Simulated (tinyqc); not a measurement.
The pair band in time: hydrogenic impurity: series, fields, screening, photoionisation and donor-acceptor pairs. Computed by tinyqc, a small Python program. Command: `OMP_NUM_THREADS=1 python tinyqc.py 3002571 3002572 out.jsonl hydrogenic walk`. One thread of a shared host (Intel(R) Xeon(R) Processor @ 2.30GHz), about 0.01 s of CPU time with the checks.

One isotropic, parabolic band. Effective units: Ry* and a*, in which H = -nabla^2 - 2/r.

Inputs (values chosen for the exercise, modelled on beta-Ga2O3):
```
quantity                   value   unit
electron mass m             0.28    m_0
dielectric constant eps     10.2      -
donor density N          1.5e+17  cm^-3
gap E_g                     4.98     eV
acceptor depth E_A          1100    meV
rate prefactor W_0       6.4e+07    1/s
```

Parts treated: screening and pairs.

Constants: Ry = 13.605693123 eV; a_0 = 0.529177210903 angstrom; h x 1 THz = 4.135667696 meV; e^2/(4 pi eps_0) = 14.39964548 eV angstrom.

Method:
- Ry* = Ry m/eps^2, a* = a_0 eps/m; level n is bound by Ry*/n^2; <r> = (3/2) a* in 1s; lines 1s -> np at Ry* (1 - 1/n^2); 1 THz = 4.135667696 meV.
- Wigner-Seitz radius r_s = (3/(4 pi N))^(1/3); Mott criterion N_c^(1/3) a* = 0.26; overlap of two 1s orbitals at distance d: S = exp(-x)(1 + x + x^2/3), x = d/a*, with d = N^(-1/3).
- No-phonon line h nu(r) = E_g - Ry* - E_A + e^2/(4 pi eps_0 eps r); rate W(r) = W_0 exp(-2 r/a*), the donor being the shallower centre; lifetime 1/W; zero field.
- At delay t after a pulse the emission comes mostly from pairs with W(r) t = 1, so r = (a*/2) ln(W_0 t).

a* = 19.2772 angstrom

Ry* = 36.6166 meV

r_s = 116.754 angstrom

Dominant pairs:
```
delay (s)  r (angstrom)  Coulomb term (meV)  photon energy (eV)
1.00e-05          62.28              22.668              3.8661
1.00e-04          84.47              16.712              3.8601
1.00e-03         106.67              13.235              3.8566
1.00e-02         128.86              10.955              3.8543
1.00e-01         151.05               9.346              3.8527
1.00e+00         173.25               8.149              3.8515
1.00e+01         195.44               7.223              3.8506
```

What follows from these numbers?

Over six decades of delay the band moves down by 15.44 meV, since close pairs, which emit at higher energy, decay first; the shift per decade shrinks from 5.96 to 0.93 meV. At the donor density N = 1.5e+17 cm^-3 pairs as wide as in the last rows are rare, so those rows are formal.
